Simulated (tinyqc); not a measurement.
# Two-step dopant diffusion (predeposition and drive-in) with a constant diffusivity, step by step

A worked calculation. Computed by tinyqc, a small Python program that keeps every step. Command: `OMP_NUM_THREADS=1 python tinyqc.py 3011337 3011338 out.jsonl dopdiff walk`. One thread of a shared host (Intel(R) Xeon(R) Processor @ 2.30GHz), about 0.06 s of CPU time with the checks. Intermediate numbers are printed to about 5 digits and carried at full precision; extremes and crossings named in words are read from the listed rows.

Fick diffusion into a half space x > 0 whose background doping C_B is of the opposite type, so that a junction lies where C = C_B.

Inputs (values chosen for the exercise, modelled on antimony in silicon): prefactor D0 = 3.91 cm^2/s; activation energy E = 3.84 eV; surface concentration C_s = 2.4e+19 1/cm^3; background doping C_B = 3e+15 1/cm^3; predeposition temperature T1 = 950 C; predeposition time t1 = 30 min; drive-in temperature T2 = 1100 C; drive-in time t2 = 30 min; mean mobility in the layer mu = 210 cm^2/(V s); ramp rate = 8 C/min; stand-by temperature = 800 C.

Furnace ramps of the drive-in: linear ramps.

Constants: k_B = 8.617333262e-05 eV/K; e = 1.602176634e-19 C.

## Diffusivities

D = D0 exp(-E/(k_B T)). Temperatures in kelvin are T(C) + 273.15. Times in seconds are 60 times the minutes.

D1 = 5.8901e-16 cm^2/s

D2 = 3.1513e-14 cm^2/s

product D1 t1 = 1.0602e-12 cm^2

## Thermal budget with ramps

One ramp between the stand-by temperature and T2 adds int D dT / rate (40-point Gauss-Legendre); the usual estimate counts it as an extra time k_B T2^2/(E rate) at T2. (Dt)2 = D2 t2 + two ramps, times in seconds.

budget of one ramp = 9.4345e-12 cm^2

estimated extra time of one ramp = 5.2892 min

drive-in budget (Dt)2 = 7.5592e-11 cm^2

The integral equals 4.99 min at T2, against the estimate 5.29 min; both ramps make 25 % of the budget.

## Predeposition

C = C_s erfc(x/(2 sqrt(D1 t1))); dose Q = 2 C_s sqrt(D1 t1/pi); the junction solves erfc(z) = C_B/C_s with x_j = 2 z sqrt(D1 t1).

dose Q = 2.7884e+13 1/cm^2

z = 2.7125

junction depth after predeposition = 0.055860 um

## Drive-in as a Gaussian

With a sealed surface and a thin source, C = Q/sqrt(pi (Dt)2) exp(-x^2/(4 (Dt)2)); x_j = 2 sqrt((Dt)2 ln(C(0)/C_B)); gradient at the junction |dC/dx| = C_B x_j/(2 (Dt)2).

surface concentration C(0) (Gaussian) = 1.8095e+18 1/cm^3

junction depth x_j = 0.43998 um

gradient at the junction = 8.7306e+20 1/cm^4

The drive-in moves the junction from 0.0559 to 0.440 um and lowers the surface value by a factor 13.3. Caution: C_s exceeds the intrinsic carrier density of silicon at the predeposition temperature (2e18 to 1e19 per cm^3), where real diffusivities rise with concentration and profiles turn box-like.

## Sheet resistance

Net dose Q_net = Q erf(x_j/(2 sqrt((Dt)2))) - C_B x_j; R_s = 1/(e mu Q_net), with every dopant ionised and one mobility.

net dose = 2.7743e+13 1/cm^2

sheet resistance R_s (Gaussian) = 1071.3 ohm/square

## Exact junction depth

Exact two-step profile: C = (2 C_s/pi) int_0^alpha exp(-beta (1 + u^2))/(1 + u^2) du with alpha = sqrt(D1 t1/(Dt)2), beta = x^2/(4 (D1 t1 + (Dt)2)). The integral takes 48 Gauss-Legendre points; solve C(x) = C_B.

exact junction depth = 0.44188 um

## Gaussian against the exact two-step profile

Gaussian: C = Q/sqrt(pi (Dt)2) exp(-x^2/(4 (Dt)2)). Depths are fractions of the Gaussian x_j.

Profiles:
```
x/x_j   x (um)  Gaussian (1/cm^3)  exact (1/cm^3)   ratio
0.0    0.00000         1.8095e+18      1.8011e+18  1.0047
0.2    0.08800         1.4007e+18      1.3975e+18  1.0023
0.4    0.17599         6.4965e+17      6.5279e+17  0.9952
0.6    0.26399         1.8055e+17      1.8359e+17  0.9834
0.8    0.35198         3.0066e+16      3.1085e+16  0.9672
1.0    0.43998         3.0000e+15      3.1691e+15  0.9466
1.2    0.52798         1.7936e+14      1.9454e+14  0.9220
```

With D1 t1/(Dt)2 = 0.014, the Gaussian is 0.47 % high at the surface and 5.3 % low at its own junction; the exact junction lies at 0.4419 um, 0.43 % deeper. The dose is the same, but the real source already has a width, which is negligible here.

Checks made by the program: exact profile against the direct convolution of the erfc with the Gaussian kernel (relative difference below 1e-10).
